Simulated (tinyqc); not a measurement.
Hubbard chain of 3 sites, step by step. One step of it, computed by the program tinyqc.

Problem. The many-body Hamiltonian. Basis: all placements (u, d, 2, 0 on each site), up operators ordered before down ones; hops carry the sign of the same-spin electrons passed.

one-body matrix (hopping and site energies) (eV):
```
           1          2          3
1   0.000000  -0.590000   0.000000
2  -0.590000   0.000000  -0.590000
3   0.000000  -0.590000   0.000000
```

U = 4.900000 eV

electrons, up and down: 2  1

Give: H.

Solution.

H (eV):
```
         2u0      u20      uud      20u      udu      u02      duu      02u
2u0   4.9000  -0.5900   0.0000  -0.5900   0.0000   0.0000   0.0000   0.0000
u20  -0.5900   4.9000  -0.5900   0.0000  -0.5900   0.0000   0.0000   0.0000
uud   0.0000  -0.5900   0.0000   0.0000   0.0000  -0.5900   0.0000   0.0000
20u  -0.5900   0.0000   0.0000   4.9000  -0.5900   0.0000  -0.5900   0.0000
udu   0.0000  -0.5900   0.0000  -0.5900   0.0000  -0.5900   0.0000  -0.5900
u02   0.0000   0.0000  -0.5900   0.0000  -0.5900   4.9000   0.0000   0.0000
duu   0.0000   0.0000   0.0000  -0.5900   0.0000   0.0000   0.0000  -0.5900
02u   0.0000   0.0000   0.0000   0.0000  -0.5900   0.0000  -0.5900   4.9000
0u2   0.0000   0.0000   0.0000   0.0000   0.0000  -0.5900   0.0000  -0.5900

         0u2
2u0   0.0000
u20   0.0000
uud   0.0000
20u   0.0000
udu   0.0000
u02  -0.5900
duu   0.0000
02u  -0.5900
0u2   4.9000
```
